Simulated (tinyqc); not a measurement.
Hot electrons in a saturated n-channel MOSFET, lucky-electron model: one step of the calculation.

Beyond pinch-off the lateral field grows as Esat cosh(y/l) over the velocity-saturated region (pseudo-two-dimensional model). Impact ionisation in this region gives the substrate current, which biases the body forward through Rsub. Currents are per width. Local-field laws: they overstate ionisation when the field peak is narrower than an energy relaxation length.

Question. Gate current, lifetime and channel shortening. Ig = Cg Id exp(-pb/(lm Em)); lifetime tau = (Hl/Id)(Isub/Id)^(-m); length of the saturated region dL = l ln[(dV/l + Em)/Esat]. 1 year = 3.15576e7 s.

Parameters, values chosen for the exercise; values close to those of silicon n-channel devices: hot-electron mean free path lm = 8 nm; oxide barrier pb = 3.2 V; prefactor of the gate current Cg = 0.0018; lifetime exponent m = 2.8; lifetime constant Hl = 2300 s uA/um.

Id = 43.189571 uA/um
dV = 1.4080243 V
Em = 0.47896093 MV/cm
Isub = 2.1185386 uA/um
l = 29.485590 nm
Esat = 0.037 MV/cm

Wanted: Isub/Id; Ig; tau; dL.

Answer.

Isub/Id = 0.049052
Ig = 18.352 pA/um
tau = 0.0078236 years
dL = 95.898 nm

The lifetime misses ten years.

Numbers from tinyqc (`OMP_NUM_THREADS=1 python tinyqc.py 2550140 2550141 out.jsonl`; about 0.01 s on one thread of a shared Intel Xeon 2.30GHz).
